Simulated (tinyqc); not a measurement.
Inside a calculation. Method: plane-wave Kohn-Sham cycle with exchange-only LDA in a layered model solid. One step of it, computed by the program tinyqc.

Task: Iteration 2: potential. V_H(G) = 4 pi rho(G)/G^2 for G != 0 (uniform background); v_x = -(3 rho/pi)^(1/3); V = V_ext + V_H + v_x; Fourier components f(G_m) = (1/N) sum_j f(x_j) exp(-i G_m x_j).

A solid whose potential varies along x alone (atomic units):
```
parameter                      value
period a                   15.700000
cross-section of the cell  33.000000
electrons per cell                 4
grid points                       16
plane waves -n..n, n               3
k points                           1
V1 in V1 cos(2 pi x/a)     -0.590000
V2 in V2 cos(4 pi x/a)      0.160000
```

density after iteration 1 (e/bohr^3): [0.01087129, 0.01236303, 0.01326149, 0.01028318, 0.00633980, 0.00437219, 0.00391477, 0.00386366, 0.00386070, 0.00386366, 0.00391477, 0.00437219, 0.00633980, 0.01028318, 0.01326149, 0.01236303]

Give: Potentials on the grid; V(G_m), m = 0, 1, 2, ....

Result:

Potentials on the grid (hartree):
```
x        V_ext     V_H     v_x       V
0.000   -0.430   0.391  -0.218  -0.257
0.981   -0.432   0.370  -0.228  -0.290
1.962   -0.417   0.294  -0.233  -0.357
2.944   -0.339   0.154  -0.214  -0.399
3.925   -0.160  -0.015  -0.182  -0.357
4.906    0.113  -0.169  -0.161  -0.218
5.888    0.417  -0.285  -0.155  -0.023
6.869    0.658  -0.355  -0.155   0.149
7.850    0.750  -0.378  -0.154   0.217
8.831    0.658  -0.355  -0.155   0.149
9.812    0.417  -0.285  -0.155  -0.023
10.794   0.113  -0.169  -0.161  -0.218
11.775  -0.160  -0.015  -0.182  -0.357
12.756  -0.339   0.154  -0.214  -0.399
13.738  -0.417   0.294  -0.233  -0.357
14.719  -0.432   0.370  -0.228  -0.290
```

V(G_m), m = 0, 1, 2, ... (hartree): [-0.189, -0.118, 0.084, 0.000, 0.000, 0.000, 0.000]
